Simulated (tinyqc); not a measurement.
# Boundary resistance from two temperatures

Question. A strip of width ws dissipates Pw per length on layer 1; with 45-degree spreading Tj - Tb = Pw [ln(w1/ws)/(2 k1) + Rb/w1], w1 = ws + 2 t1, where Tb is the temperature just under the boundary. Find Rb.

Values chosen for this exercise:
- ws = 0.66 um (width of the heated strip)
- Pw = 1.4 W/mm (power per length of the strip)
- t1 = 1.3 um (thickness of layer 1)
- k1 = 171 W/(m K) (conductivity of layer 1)

Tb and Tj (K): [350.668628, 358.710115]

Answer. Subtract the resistance of layer 1 from (Tj - Tb)/Pw and multiply by w1.

Rb = 3.50 m^2 K/GW

Numbers from tinyqc (`OMP_NUM_THREADS=1 python tinyqc.py 2520105 2520106 out.jsonl`; about 0.01 s on one thread of a shared Intel Xeon 2.30GHz).
